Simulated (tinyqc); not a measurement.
Mobility of a non-polar semiconductor in the relaxation-time approximation. From one set of inputs to another, one input at a time. Computed by tinyqc, a small Python program. Command: `OMP_NUM_THREADS=1 python tinyqc.py 3031842 3031843 out.jsonl rta ladder`. One thread of a shared host (Intel(R) Xeon(R) Processor @ 2.30GHz), about 0.03 s of CPU time with the checks.

Each valley is treated as a sphere of mass m_d for states and rates, with one isotropic relaxation time; the conductivity mass m_c sets the current.

The inputs printed are set A. Inputs not listed in the table keep their values of set A, so the rows need not describe a real material.

Inputs (values chosen for the exercise, for a model non-polar semiconductor):
```
quantity                                            value       unit
longitudinal mass m_l                                0.62        m_0
transverse mass m_t                                  0.17        m_0
equivalent valleys Z                                    6          -
static permittivity eps_s                            15.2          -
density rho                                          2490     kg/m^3
sound velocity v_l                                   9620        m/s
acoustic deformation potential D_A                     12         eV
phonon energy hbar w                                 77.9        meV
optical or intervalley deformation potential D_o      8.8  1e8 eV/cm
final valleys Z_f                                       5          -
carrier density n                                 2.2e+14     1/cm^3
compensation ratio C                                 0.77          -
temperature T                                         300          K
alloy fraction x                                     0.15          -
alloy potential U                                    0.31         eV
lattice constant a                                   5.48   angstrom
```

Band: parabolic. Impurity formula: Conwell-Weisskopf. Further scattering: alloy.

Constants: k_B = 8.617333262e-05 eV/K; m_0 = 9.1093837015e-31 kg; e = 1.602176634e-19 C; hbar = 1.054571817e-34 J s; eps_0 = 8.8541878128e-12 F/m; k_B = 1.380649e-23 J/K; hbar = 6.582119569e-16 eV s.

Method:
- m_d = (m_l m_t^2)^(1/3); 1/m_c = (1/m_l + 2/m_t)/3; Hall mass factor A = 3 K_m (K_m + 2)/(2 K_m + 1)^2, K_m = m_l/m_t; N_I = n (1 + C)/(1 - C).
- Parabolic band: E = hbar^2 k^2/(2 m), speed v = hbar k/m, states per spin, volume and energy g(E) = m k/(2 pi^2 hbar^2). Here m = m_d. Masses are multiplied by m_0 and all formulas are in SI units.
- The reduced Fermi level eta = E_F/(k_B T) solves n = 2 Z int g f dE with f = 1/(1 + exp(x - eta)) (Z = 1 unless valleys are given); screening length L_s = sqrt(eps_s eps_0 k_B T/(e^2 dn/deta)), dn/deta = 2 Z int g f (1 - f) dE.
- Integrals over x = E/(k_B T) use 160 Gauss-Legendre points in u = sqrt(x) from 0 to sqrt(max(eta, 0) + 32).
- Phonon occupation N_q = 1/(exp(hbar w/(k_B T)) - 1).
- Acoustic deformation potential (elastic, equipartition, absorption and emission together): 1/tau = 2 pi k_B T D_A^2 g(E)/(hbar rho v_l^2).
- Optical or intervalley deformation potential: 1/tau = (pi Z_f D_o^2/(rho w)) [N_q g(E + hbar w) + (N_q + 1) g(E - hbar w)], with g = 0 below the band edge.
- Each optical term is multiplied by (1 - f(E'))/(1 - f(E)), E' the final energy, for Pauli blocking.
- Singly charged impurities, momentum relaxation: 1/tau = N_I e^4 m (1 + 2 alpha E) Phi/(8 pi (eps_s eps_0)^2 hbar^3 k^3), with alpha = 0 for a parabolic band.
- Conwell-Weisskopf: Phi = ln(1 + y^2), y = 4 pi eps_s eps_0 E N_I^(-1/3)/e^2 (largest impact parameter N_I^(-1/3)/2).
- Alloy disorder: 1/tau = (2 pi/hbar) Omega x (1 - x) U^2 g(E), Omega = a^3/4 (other conventions for Omega rescale U).
- mu = (m_d/m_c) (2 Z e/(3 n k_B T)) int g v^2 tau f (1 - f) dE.
- Averages over x are split at the emission threshold x_0 = hbar w/(k_B T): 64 Gauss-Legendre points in sqrt(x) below it and 128 in sqrt(x - x_0) above it, up to x = max(eta, 0) + 32.
- Rates are added at each energy before the average. With <y> = int g v^2 y f (1 - f) dE: Hall factor r_H = A (3 n k_B T/(2 Z m_d)) <tau^2/(1 + 2 alpha E)>/<tau>^2 (alpha = 0 for a parabolic band); Hall mobility r_H mu; |S| = (k_B/e) (<x tau>/<tau> - eta); resistivity 1/(n e mu).

Each row keeps all changes above it:
```
input moved                                                      from       to  resistivity (ohm cm)  acoustic mobility (cm^2/(V s))  ionised impurity mobility (cm^2/(V s))
set A                                                               -        -                14.205                          3257.3                              6.1615e+05
alloy potential U (eV)                                           0.31     0.38                15.093                          3257.3                              6.1615e+05
longitudinal mass m_l (m_0)                                      0.62    0.304                 9.478                          5234.8                              6.1572e+05
compensation ratio C                                             0.77        0                 9.283                          5234.8                              4.0841e+06
optical or intervalley deformation potential D_o (1e8 eV/cm)      8.8      7.9                 8.898                          5234.8                              4.0841e+06
sound velocity v_l (m/s)                                         9620     5200                22.234                          1529.5                              4.0841e+06
carrier density n (1/cm^3)                                    2.2e+14  1.4e+14                34.914                          1529.5                              6.2280e+06
phonon energy hbar w (meV)                                       77.9       38                62.493                          1529.5                              6.2280e+06
```

Which inputs carry the difference?

Resistivity goes from 14.2 to 62.5, a factor 4.40 in all. The largest single move comes from sound velocity v_l (a factor 2.50), and longitudinal mass m_l works against it (a factor 0.628). Acoustic mobility goes from 3260 to 1530, a factor 0.470 in all. The largest single move comes from sound velocity v_l (a factor 0.292), and longitudinal mass m_l works against it (a factor 1.61). Ionised impurity mobility goes from 616000 to 6.23e6, a factor 10.1 in all. The largest single move comes from compensation ratio C (a factor 6.63). The single moves hold for this order of the switches; the total does not depend on the order.

Extremes, crossings and ranges named in words are read from the listed rows.
